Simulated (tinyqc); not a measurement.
## Single-junction solar cell, detailed-balance limit: effect of the concentration

Every photon above the gap Eg makes one pair and none below is absorbed; carriers thermalise at T and move without loss. Jsc = q fs X Phi(Eg, Ts); the dark current is J0 = q ge Phi(Eg, T)/ERE with the Boltzmann factor exp(V/Vt). The efficiency is the electrical power over fs X sigma Ts^4.

Photon flux above E from a black body at temperature T into a hemisphere: Phi(E, T) = A sum_k exp(-k E/th)[E^2 th/k + 2 E th^2/k^2 + 2 th^3/k^3], k = 1, 2, ..., with th = kB T/q in eV and A = 2 pi q^3/(h^3 c^2). J(V) = Jsc - J0 (exp(V/Vt) - 1); Voc = Vt ln(1 + Jsc/J0); at maximum power v = Vmp/Vt solves (1 + v) exp(v) = 1 + Jsc/J0. Pin = fs X sigma Ts^4, sigma = 2 pi^5 kB^4/(15 h^3 c^2). FF = Vmp Jmp/(Voc Jsc).

Values chosen for this exercise:
- T = 300 K (cell temperature)
- Ts = 5800 K (temperature of the black-body sun)
- fs = 2.16e-5 (share of the hemisphere filled by the sun)
- ERE = 0.0001 (external radiative efficiency)
- ge = 1 (number of faces that emit)
- Eg = 0.81 eV (band gap)

Constants: q = 1.602176634e-19 C, kB = 1.380649e-23 J/K, h = 6.62607015e-34 J s, c = 299792458 m/s, Vt = kB T/q. Results are converted to the units shown.

Results:
```
X     Jsc (mA/cm^2)  Voc (V)  Eg/q - Voc (V)       FF  efficiency (%)
1            70.914  0.35724         0.45276  0.75186          13.742
3            212.74  0.38564         0.42436  0.76438          15.082
10           709.14  0.41677         0.39323  0.77660          16.559
30           2127.4  0.44517         0.36483  0.78659          17.915
300           21274  0.50469         0.30531  0.80463          20.777
1000          70914  0.53582         0.27418  0.81279          22.282
3000       2.1274e5  0.56422         0.24578  0.81960          23.660
```

Estimate the missing row, X = 100.

Computed row:
```
X    Jsc (mA/cm^2)  Voc (V)  Eg/q - Voc (V)       FF  efficiency (%)
100         7091.4  0.47629         0.33371  0.79646          19.409
```

With this row back in the table: As X goes from 1 to 3000, Jsc rises from 70.9 to 2.13e5 mA/cm^2, Voc rises from 0.357 to 0.564 V and the efficiency rises from 13.7 to 23.7 %. Voc gains 59.5 mV a decade of concentration (Vt ln 10), while Jsc/Pin stays the same. For X = 300 to 3000 the current passes 20 A/cm^2, where series resistance and heating, left out here, would dominate.

Numbers from tinyqc (`OMP_NUM_THREADS=1 python tinyqc.py 2820120 2820121 out.jsonl`; about 0.01 s on one thread of a shared Intel Xeon 2.30GHz).
